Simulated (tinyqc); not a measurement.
Hubbard chain of 4 sites, step by step. One step of it, computed by the program tinyqc.

Task: Mean-field iteration 1. H(up) = T + U n(down), H(down) = T + U n(up); fill the lowest levels; n(new) = n + mixing (n(out) - n); E = tr T (rho up + rho down) + U sum n_up n_down of the output.

one-body matrix (hopping and site energies) (eV), order 1, 2, 3, 4:
```
[[0.690000, -1.870000, 0.000000, 0.000000],
 [-1.870000, -0.730000, -1.870000, 0.000000],
 [0.000000, -1.870000, -0.070000, -1.870000],
 [0.000000, 0.000000, -1.870000, -0.870000]]
```

U = 1.000000 eV

electrons, up and down: [2, 2]

mixing = 1

n(up) at the start (a guess, not normalised): [0.550000, 0.450000, 0.550000, 0.450000]

n(down) at the start (a guess): [0.450000, 0.550000, 0.450000, 0.550000]

Give: levels, up; levels, down; energy; n(up) after iteration 1; n(down) after iteration 1.

Result:

levels, up (eV): [-2.8860, -0.9699, 1.6002, 3.2757]

levels, down (eV): [-2.8999, -1.0198, 1.6470, 3.2927]

energy = -8.6610 eV

n(up) after iteration 1: [0.2878, 0.6356, 0.4153, 0.6614]

n(down) after iteration 1: [0.2638, 0.6535, 0.3949, 0.6878]
